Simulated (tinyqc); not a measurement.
## Threshold-voltage variability of a planar MOSFET, analytic estimates: a gate of 3 grains

Three independent sources add in quadrature: random dopants in the depleted layer, metal-gate grains of two orientations, and roughness of the two gate edges acting through the roll-off VT = VT(long) - Vr exp(-L/l). These are first-order estimates: no three-dimensional electrostatics, no percolation.

Each of 3 equal grains has the higher work function with probability p; the threshold shift is dW (j/3 - p) for j such grains, and the off current changes by exp(-shift/(n Vt)).

Parameters, values chosen for the exercise; material values close to those of silicon:
```
symbol,value,unit,meaning
T,273,K,temperature
dW,0.2,eV,work-function difference of the two grain orientations
p,0.3,,share of the orientation of higher work function
n,1.34,,subthreshold factor
```

Constants: q = 1.602176634e-19 C, kB = 1.380649e-23 J/K, Vt = kB T/q. Results are converted to the units shown.

Distribution:
```
j,probability,shift (mV),Ioff factor,probability x factor
0,0.34300,-60.00,6.7081,2.3009
1,0.44100,6.67,0.80939,0.35694
2,0.18900,73.33,0.097659,0.018458
3,0.027000,140.00,0.011783,3.1815e-4
```

What does the table show?

The standard deviation is dW sqrt(p (1 - p)/3) = 52.9 mV. The mean off current is 2.68 times the nominal one; the log-normal formula exp(s^2/(2 (n Vt)^2)) gives 4.09. Devices with j = 0, 34 % of all, carry 86 % of the mean leakage.

Computed by the program tinyqc: `OMP_NUM_THREADS=1 python tinyqc.py 2090051 2090052 out.jsonl`, one thread of a shared Intel Xeon 2.30GHz, about 0.01 s for the whole run.
